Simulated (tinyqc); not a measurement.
What each parameter does: shallow donor in an anisotropic valley (effective-mass theory).

One valley: H = -c [(d2/dx2 + d2/dy2)/mt + (d2/dz2)/ml] - q/(eps r), c = hbar^2/2m0, q = e^2/(4 pi eps0). Trial function exp(-sqrt((x^2 + y^2)/a^2 + z^2/b^2)) with a > b: T = (c/3)(2/(mt a^2) + 1/(ml b^2)), V = -(q/eps) atan(u/b)/u, u = sqrt(a^2 - b^2). The central cell of the impurity is left out.

Constants: hbar^2/2m0 = 3.80998211 eV angstrom^2; e^2/(4 pi eps0) = 14.39964547 eV angstrom.

Parameters, chosen for this exercise (out of a larger set: near those of AlAs; not measured data):
```
symbol  value  unit  meaning
ml      1.08   m0    longitudinal mass
mt      0.195  m0    transverse mass
eps     10.2         dielectric constant
```

The minimum of the trial energy.

One parameter was then changed.

Results before and after:
```
case     E (meV)  a (angstrom)  b (angstrom)    b/a
base      -41.26         20.27         11.09  0.547
changed   -39.13         20.98         12.41  0.591
```

Which of these changes was made? (a) ml = 0.864 m0; (b) mt = 0.176 m0; (c) eps = 9.2.
Answer: (a) ml = 0.864 m0. Of the candidates, run in turn, only this one gives the changed row.

All candidates:
```
case           E (meV)  a (angstrom)  b (angstrom)    b/a
base            -41.26         20.27         11.09  0.547
ml = 0.864 m0   -39.13         20.98         12.41  0.591
mt = 0.176 m0   -38.13         22.12         11.68  0.528
eps = 9.2       -50.72         18.28         10.00  0.547
```

eps only rescales the solution (E as 1/eps^2, lengths as eps), so b/a depends on ml/mt alone.

Run: tinyqc, `OMP_NUM_THREADS=1 python tinyqc.py 1250274 1250275 out.jsonl`; Intel(R) Xeon(R) Processor @ 2.30GHz, one thread, shared host; about 0.01 s of CPU time with all checks.
